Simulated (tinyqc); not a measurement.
## Floating body of a partially depleted SOI transistor: body voltage and kink: output curve and kink

Source at 0 V. Channel current Ic = 2 nf K Vt^2 [F(0) - F(Vd)](1 + la Vd), F(V) = ln^2(1 + exp((Vg - VT - nf V)/(2 nf Vt))), VT = VT0 - gb Vb. Saturation voltage Vs = 2 Vt sqrt(F(0)) + 3 Vt, excess Ve = (Vd - Vs + sqrt((Vd - Vs)^2 + 0.0004 V^2))/2, multiplication M1 = Ai Ve exp(-Bl/Ve). Each junction passes D(v) = J1 (exp(v/Vt) - 1) + J2 (exp(v/(2 Vt)) - 1). Bipolar current Ib = bb J1 (exp(Vb/Vt) - 1). The body settles where M1 (Ic + Ib) = D(Vb) + D(Vb - Vd) + Vb/Rb; drain current Id = (1 + M1)(Ic + Ib) - D(Vb - Vd).

Rows with more than one solution for Vb (latch) are left out; dId/dVd by a forward difference over 1e-4 V, swing = 1e-4 V over the change of log10 Id; M1 under 1e-12 is printed as 0.

Values chosen for this exercise; values of the order met in partially depleted silicon-on-insulator transistors:
- T = 300 K (temperature)
- VT0 = 0.49 V (threshold at zero body voltage)
- gb = 0.26 (fall of the threshold per volt of body voltage)
- nf = 1.41 (slope factor)
- K = 540 uA/(V^2 um) (gain factor per width)
- la = 0.04 1/V (channel-length modulation factor)
- Ai = 1.72 1/V (impact-ionisation prefactor)
- Bl = 4.8 V (impact-ionisation voltage)
- J1 = 8.5e-12 uA/um (diffusion saturation current of each junction)
- J2 = 2.4e-9 uA/um (recombination saturation current of each junction)
- bb = 0.5 (gain of the lateral bipolar transistor on the diffusion current)
- Rb = 8e5 kohm um (resistance of a weak body tie to the source (1e9 stands for no tie, and the term is then dropped))
- Vg = 1 V (gate voltage)

Constants: q = 1.602176634e-19 C, kB = 1.380649e-23 J/K, Vt = kB T/q. Results are converted to the units shown.

Output curve and kink:

| Vd (V) | Vb (V) | M1 | Id, floating (uA/um) | Id, grounded (uA/um) | ratio | dId/dVd, floating (uS/um) | dId/dVd, grounded (uS/um) |
|---|---|---|---|---|---|---|---|
| 0.84 | 0.1040 | 2.277e-6 | 57.09 | 51.49 | 1.109 | 131.6 | 2.000 |
| 1 | 0.4947 | 2.947e-5 | 81.23 | 51.82 | 1.567 | 51.80 | 2.157 |
| 1.16 | 0.5736 | 4.321e-4 | 87.11 | 52.21 | 1.668 | 28.89 | 2.877 |
| 1.32 | 0.6207 | 0.002512 | 91.22 | 52.79 | 1.728 | 23.61 | 4.507 |
| 1.48 | 0.6535 | 0.008599 | 94.98 | 53.71 | 1.768 | 24.22 | 7.088 |
| 1.64 | 0.6778 | 0.02136 | 99.20 | 55.10 | 1.800 | 29.30 | 10.45 |
| 1.8 | 0.6968 | 0.04312 | 104.5 | 57.08 | 1.832 | 38.04 | 14.35 |

What does the table show?

Vb rises from 0.104 to 0.697 V and the ratio of the currents rises from 1.11 to 1.83. The output conductance with a floating body exceeds the grounded value by the largest factor among the rows, 65.8, at Vd = 0.84 V, where Vb = 0.104 V and M1 = 2.28e-6.

Range of the model: The multiplication law is an empirical form chosen for the exercise; self-heating and capacitive coupling to the body are left out, and the linear laws are rough once Vb passes about 0.7 V or M1 about 0.1.

tinyqc, about 0.2 s, one thread, Intel Xeon 2.30GHz (shared host): `OMP_NUM_THREADS=1 python tinyqc.py 2182057 2182058 out.jsonl`
